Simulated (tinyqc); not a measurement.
# Undoped gate-all-around wire MOSFET, analytic charge model: what changes with what

An undoped round wire of radius R under an insulator shell and a surrounding gate; long channel, electrons only, n = ni exp((psi - V)/Vt) with V the quasi-Fermi potential (0 at the source, Vd at the drain), constant mobility, no quantisation. The radial Poisson equation gives n(r) = n(0)/(1 - (1 - b) r^2/R^2)^2 with b = Q0/(Q + Q0). Q is the electron charge per area of the wire surface.

Inputs (values chosen for the exercise); material values close to those of silicon: temperature T = 250 K; band gap Eg = 1.12 eV; relative permittivity of the semiconductor eps_r = 11.6; conduction-band density of states at T Nc = 2.14e19 cm^-3; valence-band density of states at T Nv = 1.99e19 cm^-3; relative permittivity of the gate insulator eox = 24.8; insulator thickness tox = 9.4 nm; wire radius R = 20 nm; gate work function less that of the intrinsic body dphi = 0.07 V; channel mobility mu = 260 cm^2/(V s); gate length L = 0.2 um; drain voltage Vd = 0.05 V.

Constants: q = 1.602176634e-19 C, kB = 1.380649e-23 J/K, Vt = kB T/q, eps0 = 8.8541878128e-14 F/cm where lengths are in cm. Results are converted to the units shown.

Each table varies one quantity; the others keep the values above.

## Output curve

ni = sqrt(Nc Nv) exp(-Eg/(2 Vt)), Eg in volts; Cox = eps0 eox/(R ln(1 + tox/R)); Q0 = 4 eps0 eps_r Vt/R; V0 = dphi + Vt ln[8 eps0 eps_r Vt/(q ni R^2)]. Q solves Vg - V0 - V = Q/Cox + Vt ln(Q/Q0) + Vt ln(1 + Q/Q0). I = mu (2 pi R/L)[2 Vt (Qs - Qd) + (Qs^2 - Qd^2)/(2 Cox) + Vt Q0 ln((Qd + Q0)/(Qs + Q0))], with Qs at V = 0 and Qd at V = Vd.

In this table Vg = 1.12 V.

Result of one run:
```
Vd (V)  Qd (nC/cm^2)   Qd/Qs  I (uA)
0.22           692.7  0.5546   34.78
```

What becomes of these results when the drain voltage Vd is changed from 0.22 to 0.42 V, all else the same?

Result of the changed run:
```
Vd (V)  Qd (nC/cm^2)   Qd/Qs  I (uA)
0.42           244.3  0.1956   49.84
```

The whole series:
```
Vd (V)  Qd (nC/cm^2)     Qd/Qs  I (uA)
0.12           941.1    0.7535   21.45
0.22           692.7    0.5546   34.78
0.32           457.0    0.3659   44.15
0.42           244.3    0.1956   49.84
0.53           67.72   0.05422   52.51
0.63           4.240  0.003395   52.96
0.73         0.04790  3.835e-5   52.98
0.83        4.626e-4  3.704e-7   52.98
0.93        4.460e-6  3.571e-9   52.98
```

The current rises from 21.5 to 53.0 uA, while the charge at the drain end falls from 0.75 to 3.6e-9 of that at the source. The current first comes within 1 % of its last value at Vd = 0.53 V among the rows. Over the last rows Qd falls by a factor of e for each Vt of drain voltage: the drain end is in weak inversion. In every row the surface density at the source passes 0.3 Nc, where Boltzmann statistics fail. For Vd = 0.32 to 0.93 V mu V/L, with V the smaller of Vd and Vg - V0, passes 3e6 cm/s, so velocity saturation would lower the current.

## Transfer curve and volume inversion

Same model as above.

The drop is psi(surface) - psi(centre) at the source end; C = dQs/dVg, Cg = Cox, drop = 2 Vt ln(1 + Qs/Q0); gm = dI/dVg.

Result of one run:
```
Vg (V)  Qs (nC/cm^2)  drop (mV)      C/Cg    I (uA)  gm/I (1/V)
0.41          0.1209     0.1175  0.001959  3.844e-4       46.30
```

What becomes of these results when the gate voltage Vg is changed from 0.41 to 0.24 V, all else the same?

Result of the changed run:
```
Vg (V)  Qs (nC/cm^2)  drop (mV)      C/Cg    I (uA)  gm/I (1/V)
0.24        4.542e-5   4.423e-5  7.399e-7  1.442e-7       46.42
```

The whole series:
```
Vg (V)  Qs (nC/cm^2)  drop (mV)      C/Cg    I (uA)  gm/I (1/V)
0.24        4.542e-5   4.423e-5  7.399e-7  1.442e-7       46.42
0.33        0.002962   0.002884  4.824e-5  9.401e-6       46.42
0.41          0.1209     0.1175  0.001959  3.844e-4       46.30
0.5            6.264      5.704   0.08322   0.02190       41.09
0.59           67.72      40.00    0.4074    0.3519       20.78
0.68           206.3      74.71    0.6483     1.328       10.42
0.76           368.2      96.18    0.7601     2.576       6.608
0.85           572.8      113.5    0.8287     4.202       4.504
0.94           790.9      126.6    0.8687     5.958       3.357
```

The current rises from 1.44e-7 to 5.96 uA. In the first row gm/I is 46.4 1/V, within 0.01 % of 1/Vt: with no depletion charge the whole body follows the gate, and the swing is ideal. The drop between surface and centre goes from 4.4e-5 to 127 mV and passes Vt at Vg = 0.59 V among the rows; below that the density varies across the body by less than a factor of e (volume inversion). C reaches 0.87 of Cg in the last row. For Vg = 0.68 to 0.94 V the surface density at the source passes 0.3 Nc, where Boltzmann statistics fail.

Computed by the program tinyqc: `OMP_NUM_THREADS=1 python tinyqc.py 2460155 2460156 out.jsonl`, one thread of a shared Intel Xeon 2.30GHz, about 0.04 s for the whole run.
